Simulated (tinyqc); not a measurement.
Inside a calculation. Model: MOSFET in saturation, small-signal circuit and noise.

tinyqc, about 0.01 s, one thread, Intel Xeon 2.30GHz (shared host): `OMP_NUM_THREADS=1 python tinyqc.py 2150057 2150058 out.jsonl` Printed values are rounded.

Bias by the inversion coefficient IC = I/Ispec (charge-based model with velocity saturation; weak inversion below 0.1, strong above 10). Common-source circuit: gm, gds, Cgs, Cgd and Cj at the inner nodes, Rg in series with the gate; quasi-static, no source or drain resistance, no gate-body capacitance, no substrate network, no induced gate noise, so fmax is an upper estimate.

Values chosen for this exercise: temperature T = 300 K; gate length L = 130 nm; total gate width W = 80 um; gate capacitance Cox = 0.71 uF/cm^2; mobility mu = 280 cm^2/(V s); slope factor n = 1.32; velocity-saturation length Ls = 15 nm; ratio gds/gm sg = 0.045; overlap and fringe capacitance per side Cov = 0.37 fF/um; drain junction capacitance Cj = 0.76 fF/um; sheet resistance of the gate Rsh = 8 ohm; finger width Wf = 2 um; gate contact and vertical resistance Rc = 50 ohm um; inversion coefficient IC = 7.8; short-channel excess of the noise factor gw = 0.1; oxide trap density Nt = 1.6e17 cm^-3 eV^-1; tunnelling length into the oxide lt = 0.1 nm; Coulomb scattering coefficient ac = 10000 V s/C; signal frequency f = 1 GHz.

Constants: q = 1.602176634e-19 C, kB = 1.380649e-23 J/K, Vt = kB T/q. Results are converted to the units shown.

Range of the model: fmax exceeds 4 fT, where channel resistance and substrate losses, left out here, would cap it.

## Current, transconductance and gain

Ispec = 2 n mu Cox (W/L) Vt^2, lc = Ls/L, gms = [sqrt((lc IC + 1)^2 + 4 IC) - 1]/[2 + lc (lc IC + 1)], gm = gms Ispec/(n Vt), gds = sg gm.

Ispec = 215.852 uA
I = 1683.64 uA
gms = 2.20797
gm = 13.9663 mS
gds = 0.628483 mS
gm/I = 8.29528 1/V

gm/I is 28.3 % of its weak-inversion limit 1/(n Vt); without velocity saturation (lc = 0) gms would be 2.34.

## Capacitances, gate resistance and cut-off frequencies

qs = [sqrt(1 + 4 IC) - 1]/2, Cgs = Cox W L qs (2 qs + 3)/(3 (qs + 1)^2) + Cov W, Cgd = Cov W, Cd = Cj W, Rg = Rsh (Wf/L)/(12 Nf) + Rc/W with Nf = W/Wf fingers (not rounded) contacted at both ends. fT = gm/(2 pi (Cgs + Cgd)), fmax = fT/(2 sqrt(Rg (gds + 2 pi fT Cgd))).

Cgs = 69.2413 fF
Cgd = 29.6 fF
Cd = 60.8 fF
Rg = 0.881410 ohm
fT = 22.4886 GHz
fmax = 172.674 GHz

Overlap and fringe make up 59.9 % of the gate capacitance; fmax is 7.68 times fT.

## Admittance matrix

Inner admittances at w = 2 pi f: y11 = i w (Cgs + Cgd), y12 = -i w Cgd, y21 = gm - i w Cgd, y22 = gds + i w (Cgd + Cd). Invert to Z, add Rg to Z11 and invert back to Y.

inner y (mS):
```
                 1               2
1   0.0000+0.6210i  0.0000-0.1860i
2  13.9663-0.1860i  0.6285+0.5680i
```

Y with Rg (mS):
```
                 1                2
1   0.0003+0.6210i  -0.0001-0.1860i
2  13.9662-0.1936i   0.6285+0.5703i
```

## Current gain and unilateral power gain

|h21| = |Y21/Y11|; U = |Y21 - Y12|^2/(4 [Re Y11 Re Y22 - Re Y12 Re Y21]). Extrapolated at 20 dB a decade: f |h21| and f sqrt(U).

|h21| = 22.4906
U = 29816.4
f |h21| = 22.4906 GHz
f sqrt(U) = 172.674 GHz

f |h21| is within 0.01 % of the formula for fT, and f sqrt(U) within 0.01 % of that for fmax.

## Noise at the gate

Channel noise Sid = 4 kB T gam n gm with gam = (1/2 + (2/3) qs)/(1 + qs) + gw lc IC, qs = [sqrt(1 + 4 IC) - 1]/2, lc = Ls/L (the last term an empirical rise with velocity saturation); at the gate, white noise Sw = Sid/gm^2 + 4 kB T Rg. Number fluctuation with correlated mobility: S(f) = K/f, K = q^2 Vt lt Nt/(W L Cox^2) (1 + ac mu Cox I/gm)^2, Vt in eV with Nt per eV. Corner fc = K/Sw. Full shot noise would be 2 q I.

gam = 0.706725
Sid = 2.15859e-22 A^2/Hz
Sid/(2 q I) = 0.400110
sqrt(Sw) = 1.05889 nV/Hz^0.5
K = 3.11233e-11 V^2
fc = 27.7578 MHz

The gate resistance gives 1.3 % of the white noise power.
